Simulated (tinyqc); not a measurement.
Conductance against temperature: thermal boundary conductance by the acoustic and diffuse mismatch models. Computed by tinyqc, a small Python program. Command: `OMP_NUM_THREADS=1 python tinyqc.py 3027233 3027234 out.jsonl kapitza walk`. One thread of a shared host (Intel(R) Xeon(R) Processor @ 2.30GHz), about 0.01 s of CPU time with the checks.

Each side has one longitudinal and two transverse Debye branches, omega = v q up to q_D = (6 pi^2 n)^(1/3), with n counting all atoms. Scattering at the interface is elastic. Electrons are left out of G, also for metals. Melting is ignored. G refers to the temperatures of the phonons sent towards the interface. Linear branches over all atoms overstate G at high T, most for crystals with several atoms a cell.

Inputs (values chosen for the exercise, for two model solids):
```
quantity                    value    unit
density rho_1                4.52  g/cm^3
longitudinal velocity vL_1   3880     m/s
transverse velocity vT_1     2210     m/s
atom density n_1             98.5  1/nm^3
density rho_2                 3.7  g/cm^3
longitudinal velocity vL_2  13100     m/s
transverse velocity vT_2     6150     m/s
atom density n_2             58.1  1/nm^3
```

Structure: film on a substrate.

Constants: hbar = 1.054571817e-34 J s; k_B = 1.380649e-23 J/K.

Method:
- omega_c = v q_D for each branch, given as hbar omega_c/k_B; impedance Z = rho v.
- No mode conversion. t(theta) = 4 Z_1 Z_2 cos(theta_1) cos(theta_2)/N^2, with N = Z_2 cos(theta_1) + Z_1 cos(theta_2) for L (the form for pressure waves) and N = Z_1 cos(theta_1) + Z_2 cos(theta_2) for both T branches (the form for shear waves polarised along the interface); sin(theta_2) = (v_2/v_1) sin(theta_1), and t = 0 beyond the critical angle arcsin(v_1/v_2); the mean over the incoming flux is alpha = 2 int t sin(theta_1) cos(theta_1) d theta_1 (64 Gauss-Legendre points).
- G = (k_B^4 T^3/(8 pi^2 hbar^3)) int W(x) x^4 e^x/(e^x - 1)^2 dx, x = hbar omega/(k_B T). Acoustic mismatch: W = sum over the three branches of alpha(1 to 2)/v_1^2, each up to the lower of its two cut-offs. Diffuse mismatch: W = S_1 S_2/(S_1 + S_2), where S_i sums 1/v^2 over the branches of side i still below their cut-off. Radiation limit: W = min(S_1, S_2). The integral is split at the four cut-offs (64 Gauss-Legendre points a piece, x at most 45).

Branches:
```
branch     v (m/s)  cut-off (K)  Z (1e6 kg/(m^2 s))
L, side 1     3880       533.48             17.5376
T, side 1     2210       303.87              9.9892
L, side 2    13100      1510.57             48.4700
T, side 2     6150       709.16             22.7550
```

Transmission:
```
branch  t at normal incidence  largest angle from side 1 (deg)  alpha, 1 to 2  alpha, 2 to 1
L                    0.780396                          17.2285       0.053550       0.610436
T                    0.848006                          21.0603       0.118890       0.920685
```

G (MW/(m^2 K)):
```
T (K)  acoustic mismatch  diffuse mismatch  radiation limit
2              0.0042598         0.0042613        0.0047869
5               0.066559          0.066582         0.074795
10               0.53248           0.53266          0.59836
20                4.2571            4.2601           4.7869
40                30.398            32.443           38.191
80                110.38            173.05           248.16
150               187.15            417.37           666.44
300               230.44            604.67           1000.5
600               244.31            671.52           1121.0
1000              247.48            687.22           1149.4
```

What follows from these numbers?

All three follow T^3 at the cold end (exponent 3.00 for the diffuse model) and flatten at high T (exponent 0.05 at the hot end); the lowest cut-off is 304 K. The ratio of diffuse to acoustic goes from 1.00 to 2.78. The plateau is set by the frequencies that both sides share.

Extremes, crossings and ranges named in words are read from the listed rows.
